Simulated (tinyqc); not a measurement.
Two-valley model of the transferred-electron effect: one step, computed by the program tinyqc. Command: `OMP_NUM_THREADS=1 python tinyqc.py 3005636 3005637 out.jsonl gunn walk`. One thread of a shared host (Intel(R) Xeon(R) Processor @ 2.30GHz), about 0.01 s of CPU time with the checks.

Both kinds of valley share one electron temperature T_e, and each has a constant mobility.

Problem. Does a domain form? Space charge grows at the rate n e |mu_d|/(eps eps_0) during the transit time L/v, with v the valley velocity; Kroemer's criterion asks n L > eps eps_0 v/(e |mu_d|). Transit frequency v/L.

Inputs (values chosen for the exercise, modelled on InP):
```
quantity                 value        unit
lattice temperature T      250           K
doping n               2.9e+16      1/cm^3
device length L            7.3  micrometre
permittivity eps          12.5           -
```

Solver: bisection.

valley velocity = 2.578853 1e7 cm/s

most negative differential mobility = -258.2527 cm^2/(V s)

Constants: eps_0 = 8.8541878128e-12 F/m; e = 1.602176634e-19 C.

Give: critical n L; n L of the device; transit frequency.

Solution.

critical n L = 6.898e+11 1/cm^2

n L of the device = 2.117e+13 1/cm^2

transit frequency = 35.33 GHz

n L is 30.7 times the critical product: a domain can mature if the bias field lies in the region of negative slope.
